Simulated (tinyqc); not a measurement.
Inside a calculation. Model: carrier lifetime of an n-type layer with SRH, radiative, Auger and surface recombination.

tinyqc, about 0.01 s, one thread, Intel Xeon 2.30GHz (shared host): `OMP_NUM_THREADS=1 python tinyqc.py 2300065 2300066 out.jsonl` Printed values are rounded.

Uniform excess density dn = dp (no trapping), n = n0 + dn, p = p0 + dn, Boltzmann statistics, full ionisation. Surfaces enter as a rate 2 S dn/d, which holds while diffusion to them is fast.

Parameters, values chosen for the exercise; band and dielectric values close to those of silicon: temperature T = 350 K; band gap Eg = 1.1 eV; conduction-band density of states at T Nc = 3.53e19 cm^-3; valence-band density of states at T Nv = 3.3e19 cm^-3; radiative coefficient B = 4.69e-15 cm^3/s; donor density N = 9.5e14 cm^-3; Auger coefficient (two electrons) Cn = 2.4e-31 cm^6/s; Auger coefficient (two holes) Cp = 1.7e-31 cm^6/s; trap density Nt = 6e10 cm^-3; capture cross-section for electrons sn = 7e-17 cm^2; capture cross-section for holes sp = 2e-17 cm^2; thermal velocity (both carriers) vth = 2e7 cm/s; trap level below the conduction band Et = 0.67 eV; surface recombination velocity (both faces) S = 800 cm/s; sample thickness d = 6 um; generation rate G = 2.7e23 cm^-3 s^-1.

Constants: q = 1.602176634e-19 C, kB = 1.380649e-23 J/K, Vt = kB T/q. Results are converted to the units shown.

## Equilibrium densities and SRH constants

ni = sqrt(Nc Nv) exp(-Eg/(2 Vt)), Eg in volts; majority density N/2 + sqrt(N^2/4 + ni^2), n0 p0 = ni^2; n1 = Nc exp(-Et/Vt), p1 = Nv exp((Et - Eg)/Vt); tn0 = 1/(sn vth Nt), tp0 = 1/(sp vth Nt).

ni = 4.106699e11 cm^-3
n0 = 9.500002e14 cm^-3
p0 = 1.775261e8 cm^-3
n1 = 7.946929e9 cm^-3
p1 = 2.122201e13 cm^-3
tn0 = 0.01190476 s
tp0 = 0.04166667 s

## Starting value

dn = 4e17 cm^-3.

dn at the start = 4e17 cm^-3

## Iteration 1: new dn

With e = n p - ni^2 = dn (n0 + p0 + dn): U_SRH = e/(tp0 (n + n1) + tn0 (p + p1)), U_rad = B e, U_Aug = (Cn n + Cp p) e, U_s = 2 S dn/d. Substitution: tau = dn/U with U the sum, dn(new) = G tau.

U_SRH = 7.470512e18 cm^-3 s^-1
U_rad = 7.521822e20 cm^-3 s^-1
U_Aug = 2.633889e22 cm^-3 s^-1
U_s = 1.066667e24 cm^-3 s^-1
tau = 3.657092e-7 s
dn after iteration 1 = 9.874148e16 cm^-3

## Iteration 2: new dn

As before.

U_SRH = 1.846998e18 cm^-3 s^-1
U_rad = 4.616688e19 cm^-3 s^-1
U_Aug = 4.007562e20 cm^-3 s^-1
U_s = 2.633106e23 cm^-3 s^-1
tau = 3.743620e-7 s
dn after iteration 2 = 1.010777e17 cm^-3

## Iteration 3: new dn

As before.

U_SRH = 1.890609e18 cm^-3 s^-1
U_rad = 4.836671e19 cm^-3 s^-1
U_Aug = 4.297302e20 cm^-3 s^-1
U_s = 2.695406e23 cm^-3 s^-1
tau = 3.743334e-7 s
dn after iteration 3 = 1.010700e17 cm^-3

## Course of the iteration

Stop when the step is below 1e-10 of the value, or after 40 iterations.

Course of the iteration:
```
iteration  dn before the step (cm^-3)  step (cm^-3)
1                                4e17      -3.01e17
2                         9.874148e16       2.34e15
3                         1.010777e17      -7.71e12
4                         1.010700e17       2.57e10
5                         1.010700e17       -8.58e7
6                         1.010700e17        2.86e5
```

Converged in 6 iterations. At the solution d ln U/d ln dn = 1.00, so the logarithmic slope of the map is 1 - 1.00 = 0.00; its size is below 1, so substitution contracts.

## Lifetime, shares and quasi-Fermi splitting

converged dn = 1.010700e17 cm^-3

With e = n p - ni^2 = dn (n0 + p0 + dn): U_SRH = e/(tp0 (n + n1) + tn0 (p + p1)), U_rad = B e, U_Aug = (Cn n + Cp p) e, U_s = 2 S dn/d. tau = dn/U, shares of U, splitting Vt ln(n p/ni^2), radiative efficiency U_rad/U.

tau = 3.743335e-7 s
shares (%): SRH 0.00070, radiative 0.01791, Auger 0.15912, surface 99.82227
quasi-Fermi splitting = 0.7490831 V

Surface recombination takes the largest share. dn is 110 times the doping: high injection.
